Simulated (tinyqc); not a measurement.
# Worked calculation: programming of a floating-gate cell by Fowler-Nordheim tunnelling

Numbers from tinyqc (`OMP_NUM_THREADS=1 python tinyqc.py 2130158 2130159 out.jsonl`; about 0.02 s on one thread of a shared Intel Xeon 2.30GHz). Printed values are rounded.

Per tunnel area the floating gate has Ctun = 3.9 eps0/tox to the channel (0 V) and Ccg to the control gate, Ct = Ctun/(1 - ag), no other coupling. With the threshold shift U = -Q/Ccg the field is F = ag (Vg - U)/tox, and dU/dt = J/Ccg. Fowler-Nordheim: J = A F^2 exp(-B/F), A = q^2/(16 pi^2 hbar mo phi) (times 1e14 for A/cm^2 with F in V/nm, emitter mass m0), B = (4/3) sqrt(mo/C) phi^1.5, C = hbar^2/(2 m0).

Inputs (values chosen for the exercise); oxide values close to those of silicon dioxide: tunnel barrier phi = 3.2 eV; tunnelling mass mo = 0.41 m0; tunnel oxide thickness tox = 8.8 nm; coupling ratio Ccg/Ct ag = 0.62; tunnel area ar = 500 nm^2; threshold shift at the start Vt0 = -0.8 V; control-gate voltage Vg = 16.9 V; time step dt = 0.87 us; steps n = 8.

Constants: q = 1.602176634e-19 C, hbar = 1.054571817e-34 J s, m0 = 9.1093837015e-31 kg, eps0 = 8.8541878128e-14 F/cm where lengths are in cm, hbar^2/(2 m0) = 0.0380998212 eV nm^2. Results are converted to the units shown.

Range of the model: Programming fields of 10 MV/cm and more wear the oxide; trapping and the channel potential are ignored.

## Constants of the cell

A, B, Ccg = ag Ct, the starting field and current, K = A B ag/(Ccg tox), and the knee time t0 = exp(B/F(0))/K.

A = 1.174873e8 A cm^-2 (V/nm)^-2
B = 25.03768 V/nm
Ccg = 0.6402340 uF/cm^2
F(0) = 1.247045 V/nm
J(0) = 0.3484681 A/cm^2
K = 3.237095e14 1/s
t0 = 1.619709 us
electrons for 1 V of shift = 19.98013

## Explicit time steps against the exact solution

U(new) = U + dt J(F(U))/Ccg. Exact: exp(B/F(t)) = exp(B/F(0)) + K t, K = A B ag/(Ccg tox), and U = Vg - tox F/ag.

```
step  t (us)  F (V/nm)  J (A/cm^2)  U by steps (V)  U exact (V)
0          0  1.247045   0.3484681      -0.8000000   -0.8000000
1       0.87  1.213683   0.1900741      -0.3264743   -0.4289376
2       1.74  1.195486   0.1347175      -0.0681867   -0.1793470
3       2.61  1.182588   0.1049063       0.1148779    0.0076055
4       3.48  1.172545  0.08602666       0.2574328    0.1564769
5       4.35  1.164308  0.07293072       0.3743326    0.2798210
6       5.22  1.157326  0.06329086       0.4734365    0.3849012
7       6.09  1.151267  0.05588949       0.5594411    0.4762892
8       6.96  1.145916  0.05002425       0.6353881    0.5570450
```

The steps run ahead by 102 mV after the first and 78.3 mV after the last, as each uses the larger current of its start; the step is 0.54 of the knee time t0. The overshoot lowers the field, so later steps gain less than the exact curve and the error ends smaller than after the first step.
